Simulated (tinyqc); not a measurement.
# Frequency dispersion of an accumulation capacitance by border traps, distributed model: two studies

Traps spread evenly through the insulator exchange electrons with the semiconductor by tunnelling, with tau(x) = t0 exp(2 ka x) at depth x from the interface. The admittance per area Y seen at depth x obeys dY/dx = -Y^2/(i w eps0 eox) + q Nb ln(1 + i w tau)/tau, with Y(0) = i w Cs and w = 2 pi f; the gate sees Y(tox) = G + i w C. Working variable y = Y/(i w), in uF/cm^2. Cox = eps0 eox/tox.

Parameters, values chosen for the exercise; permittivity close to that of hafnium oxide: relative permittivity of the insulator eox = 18.9; insulator thickness tox = 9 nm; semiconductor capacitance in accumulation Cs = 4.4 uF/cm^2; density of border traps Nb = 9.1e19 cm^-3 eV^-1; decay constant of the wave function in the insulator ka = 6 1/nm; time constant of a trap at the interface t0 = 3e-9 s; frequency f = 1e5 Hz.

Constants: q = 1.602176634e-19 C, eps0 = 8.8541878128e-14 F/cm where lengths are in cm. Results are converted to the units shown.

Each table varies one quantity; the others keep the values above.

## Capacitance and loss against frequency

Cox; trap-free value 1/(1/Cox + 1/Cs); response depth d = ln(1/(w t0))/(2 ka), where w tau = 1; lumped estimate: all traps within d act as C_bt = q Nb d placed at d/2, so C = 1/{1/[1/(1/Cs + d/(2 eps0 eox)) + C_bt] + (tox - d/2)/(eps0 eox)}. C and G from a fine integration; dispersion -d C/d log10 f over C, from f times and over 1.1. For a broad spread of time constants G/w is close to -(pi/2) dC/d ln w.

The same in every row: trap-free C (uF/cm^2) = 1.307.

Result of one run:

| f (Hz) | d (nm) | C (uF/cm^2) | G/w (uF/cm^2) | dispersion (% a decade) | -(pi/2) dC/d ln w (uF/cm^2) | lumped C (uF/cm^2) |
|---|---|---|---|---|---|---|
| 1e7 | 0.1391 | 1.337 | 0.01624 | 1.865 | 0.01701 | 1.325 |

What becomes of these results when the frequency f is changed from 1e7 to 10000 Hz, all else the same?

Result of the changed run:

| f (Hz) | d (nm) | C (uF/cm^2) | G/w (uF/cm^2) | dispersion (% a decade) | -(pi/2) dC/d ln w (uF/cm^2) | lumped C (uF/cm^2) |
|---|---|---|---|---|---|---|
| 10000 | 0.7147 | 1.414 | 0.01806 | 1.872 | 0.01805 | 1.401 |

The whole series:

| f (Hz) | d (nm) | C (uF/cm^2) | G/w (uF/cm^2) | dispersion (% a decade) | -(pi/2) dC/d ln w (uF/cm^2) | lumped C (uF/cm^2) |
|---|---|---|---|---|---|---|
| 10 | 1.290 | 1.496 | 0.01940 | 1.900 | 0.01939 | 1.478 |
| 100 | 1.098 | 1.468 | 0.01891 | 1.887 | 0.01890 | 1.452 |
| 1000 | 0.9066 | 1.441 | 0.01846 | 1.878 | 0.01846 | 1.426 |
| 10000 | 0.7147 | 1.414 | 0.01806 | 1.872 | 0.01805 | 1.401 |
| 1e5 | 0.5228 | 1.388 | 0.01769 | 1.869 | 0.01769 | 1.375 |
| 1e6 | 0.3309 | 1.362 | 0.01730 | 1.871 | 0.01738 | 1.350 |
| 1e7 | 0.1391 | 1.337 | 0.01624 | 1.865 | 0.01701 | 1.325 |

C falls from 1.496 to 1.337 uF/cm^2, towards the trap-free 1.307; each decade of frequency removes ln 10/(2 ka) = 0.192 nm from the response depth. The dispersion moves up and down between 1.87 and 1.90 % a decade and G/w falls from 0.0194 to 0.0162 uF/cm^2. G/w lies between 0.955 and 1.00 times -(pi/2) dC/d ln w, the relation for a broad spread of time constants.

## Effect of the insulator thickness

Same model as above.

The same in every row: d (nm) = 0.5228.

Effect of the insulator thickness:

| tox (nm) | C (uF/cm^2) | G/w (uF/cm^2) | dispersion (% a decade) | -(pi/2) dC/d ln w (uF/cm^2) | lumped C (uF/cm^2) | trap-free C (uF/cm^2) |
|---|---|---|---|---|---|---|
| 2 | 3.306 | 0.1005 | 4.451 | 0.1004 | 3.238 | 2.884 |
| 2.8 | 2.855 | 0.07494 | 3.845 | 0.07489 | 2.804 | 2.534 |
| 3.9 | 2.404 | 0.05313 | 3.238 | 0.05311 | 2.368 | 2.172 |
| 5.4 | 1.978 | 0.03596 | 2.664 | 0.03595 | 1.953 | 1.818 |
| 7.5 | 1.585 | 0.02308 | 2.134 | 0.02308 | 1.569 | 1.480 |
| 10 | 1.282 | 0.01509 | 1.726 | 0.01509 | 1.271 | 1.212 |
| 14 | 0.9810 | 0.008841 | 1.321 | 0.008842 | 0.9747 | 0.9400 |
| 20 | 0.7258 | 0.004839 | 0.9774 | 0.004839 | 0.7223 | 0.7030 |

As tox goes from 2 to 20, C falls from 3.31 to 0.726 uF/cm^2, the dispersion falls from 4.45 to 0.977 % a decade and G/w falls from 0.101 to 0.00484 uF/cm^2. The lumped estimate is 2.1 % below C in the first row and 0.48 % below it in the last.

Numbers from tinyqc (`OMP_NUM_THREADS=1 python tinyqc.py 2202101 2202102 out.jsonl`; about 0.5 s on one thread of a shared Intel Xeon 2.30GHz).
